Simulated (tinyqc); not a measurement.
Epitaxial growth on a vicinal surface: Burton-Cabrera-Frank step flow, step-edge barrier and island nucleation: one step, computed by the program tinyqc.

Adatoms land at rate F, hop on a square grid (a simplification for hexagonal faces), desorb, or join steps. Lengths are in units of a and n is the adatom coverage. Steps ascend at x = 0 and descend at x = l.

Problem. Step flow or islands. Island density on a flat surface without desorption: N = 0.25 (F/D)^(i/(i+2)) exp(E_i/((i+2) k_B T)) per site, with E_i = 0 for i = 1; spacing l_n = N^(-1/2). Step flow needs an effective width l_eff = 2 x(peak) below l_n. Temperatures in kelvin are T(C) + 273.15.

Inputs (values chosen for the exercise, close to those used for GaN(0001)): deposition rate F = 0.06 layers/s; temperature T = 850 C; critical nucleus size i = 3; binding energy of the critical nucleus E_i = 0.54 eV.

D = 2.001148e+07 a^2/s

position of the peak = 2.888528 a

Constants: k_B = 8.617333262e-05 eV/K.

Give: island density N on a flat surface; island spacing l_n; ratio l_eff/l_n.

Solution.

island density N on a flat surface = 5.8706e-06 per site

island spacing l_n = 412.72 a

ratio l_eff/l_n = 0.013997

Steps capture adatoms before they meet: step flow. Caution: terraces under ten sites wide are at the edge of a continuum description. Caution: the prefactor 0.25 and the criterion are estimates, good to a factor of about two in length.
